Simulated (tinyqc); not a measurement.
Single-domain magnet: Stoner-Wohlfarth switching, Neel-Arrhenius retention, LLG dynamics and spin torque: one step, computed by the program tinyqc.

The moment is uniform, with unit vector m; z is the easy axis. mu_0 = 1.25663706212e-6 T m/A, gamma = 1.76085963023e11 rad/(s T).

Task: Spin-transfer switching. For axial symmetry and a polariser along z: I_c0 = (4 e alpha/(hbar eta)) K_eff V; relaxation time tau_D = (1 + alpha^2)/(alpha gamma mu_0 H_K); thermal start angle theta_0 = 1/sqrt(2 Delta); switching time about tau_D ln(pi/(2 theta_0))/(I/I_c0 - 1); precession frequency gamma mu_0 H_K/(2 pi (1 + alpha^2)).

Inputs (values chosen for the exercise, for a model magnet):

| quantity | value | unit |
|---|---|---|
| temperature T | 450 | K |
| damping alpha | 0.012 | - |
| spin-torque efficiency eta | 0.48 | - |
| drive I/I_c0 | 3.7 | - |

Shape: thin disc, easy axis normal to it.

K_eff = 402.5550 kJ/m^3

volume V = 534.3849 nm^3

stability factor Delta = 34.62451

anisotropy field mu_0 H_K = 0.7741442 T

Constants: e = 1.602176634e-19 C; hbar = 1.054571817e-34 J s.

Give: critical current I_c0; Delta/I_c0; tau_D; switching time, estimate; precession frequency.

Result:

critical current I_c0 = 32.68 microampere

Delta/I_c0 = 1.059 1/microampere

tau_D = 0.6114 ns

switching time, estimate = 0.5821 ns

precession frequency = 21.69 GHz

Caution: a flat cylinder has a smaller N_z than the spheroid of the same t/d, so K_eff of a real disc is larger.
